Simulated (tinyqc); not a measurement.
Silicon n-p-n transistor, Gummel numbers and transit times: two steps of the calculation.

One-dimensional n-p-n transistor in the forward active mode at low injection. In the base p(x) = NB exp(-eta x/wb) and ni(x)^2 = ni^2 exp((g0 + g1 x/wb)/Vt); electrons leave the base at vsat; band spikes at the emitter junction and recombination inside the emitter are ignored.

Values chosen for this exercise; band and dielectric values close to those of silicon:
- T = 400 K (temperature)
- Eg = 1.1 eV (band gap)
- eps_r = 11.9 (relative permittivity)
- Nc = 4.36e19 cm^-3 (conduction-band density of states at T)
- Nv = 4.11e19 cm^-3 (valence-band density of states at T)
- vsat = 9.87e6 cm/s (saturation velocity)
- wb = 96 nm (neutral base width)
- NB = 7.7e17 cm^-3 (base doping at the emitter edge)
- eta = 0 (doping falls as exp(-eta x/wb))
- g0 = 0 eV (gap reduction at the emitter edge of the base)
- g1 = 0 eV (further gap reduction across the base (linear))
- Dn = 10 cm^2/s (electron diffusion coefficient in the base)
- NE = 2.7e20 cm^-3 (emitter doping)
- gE = 0.105 eV (gap reduction in the emitter (negative: wider gap))
- we = 200 nm (neutral emitter width)
- Dp = 0.91 cm^2/s (hole diffusion coefficient in the emitter)
- Se = 4e6 cm/s (recombination velocity at the emitter contact)
- tb = 3e-7 s (electron lifetime in the base)
- NC = 2.8e16 cm^-3 (collector doping)
- VCB = 1.6 V (collector-base reverse bias)

Constants: q = 1.602176634e-19 C, kB = 1.380649e-23 J/K, Vt = kB T/q, eps0 = 8.8541878128e-14 F/cm where lengths are in cm. Results are converted to the units shown.

Question 1. Base Gummel number and transit time. f(x) = p(x) ni^2/ni(x)^2; I(x) = integral from x to wb of f/Dn, plus f(wb)/vsat; base Gummel number GB = I(0); electron density per unit flux n/(J/q) = I/f; base transit time tauB = integral of I/f over the base. Trapezoid rule on 11 equal steps.

Wanted: x; f; I; I/f; GB; tauB.

Answer 1.

```
point  x (nm)  f (cm^-3)  I (s/cm^4)  I/f (s/cm)
0       0.000  7.7000e17   8.1721e11   1.0613e-6
1       8.727  7.7000e17   7.5001e11   9.7404e-7
2      17.455  7.7000e17   6.8281e11   8.8677e-7
3      26.182  7.7000e17   6.1561e11   7.9950e-7
4      34.909  7.7000e17   5.4841e11   7.1223e-7
5      43.636  7.7000e17   4.8121e11   6.2495e-7
6      52.364  7.7000e17   4.1401e11   5.3768e-7
7      61.091  7.7000e17   3.4681e11   4.5041e-7
8      69.818  7.7000e17   2.7961e11   3.6314e-7
9      78.545  7.7000e17   2.1241e11   2.7586e-7
10     87.273  7.7000e17   1.4521e11   1.8859e-7
11     96.000  7.7000e17   7.8014e10   1.0132e-7
```

GB = 8.1721e11 s/cm^4
tauB = 5.5806 ps

Question 2. Gain, Early voltage and collector delay. ni = sqrt(Nc Nv) exp(-Eg/(2 Vt)), Eg in volts; GE = NE exp(-gE/Vt)(we/Dp + 1/Se); JC = J0 exp(VBE/Vt), J0 = q ni^2/GB; gain limited by back injection GE/GB, by base recombination tb/tauB, together 1/beta = the sum of the inverses; collector layer one-sided, Wc = sqrt(2 eps0 eps_r (Vbc + VCB)/(q NC)), Vbc = Vt ln(p(wb) NC/ni^2), Cjc = eps0 eps_r/Wc; Early voltage VA = GB q p(wb)/(f(wb) Cjc [1/Dn - (eta + g1/Vt)/(wb vsat)]), f(wb) = p(wb) exp(-(g0 + g1)/Vt), p(wb) = NB exp(-eta); tauC = Wc/(2 vsat).

GB = 8.1721418e11 s/cm^4
tauB = 5.5806444 ps

Give: ni; GE; J0; GE/GB; tb/tauB; beta; Wc; Cjc; VA; tauC.

Answer 2.

ni = 4.977e12 cm^-3
GE = 2.853e14 s/cm^4
J0 = 4.856e-6 A/cm^2
GE/GB = 349.1
tb/tauB = 5.376e4
beta = 346.9
Wc = 329.4 nm
Cjc = 0.3199 fF/um^2
VA = 40.93 V
tauC = 1.669 ps

The gain is limited more by back injection into the emitter. beta VA = 14200 V.

Range of the model: Heavy doping makes emitter or base degenerate; gE and g0 are to be read as apparent gap changes that include this.

tinyqc, about 0.01 s, one thread, Intel Xeon 2.30GHz (shared host): `OMP_NUM_THREADS=1 python tinyqc.py 2320061 2320062 out.jsonl`
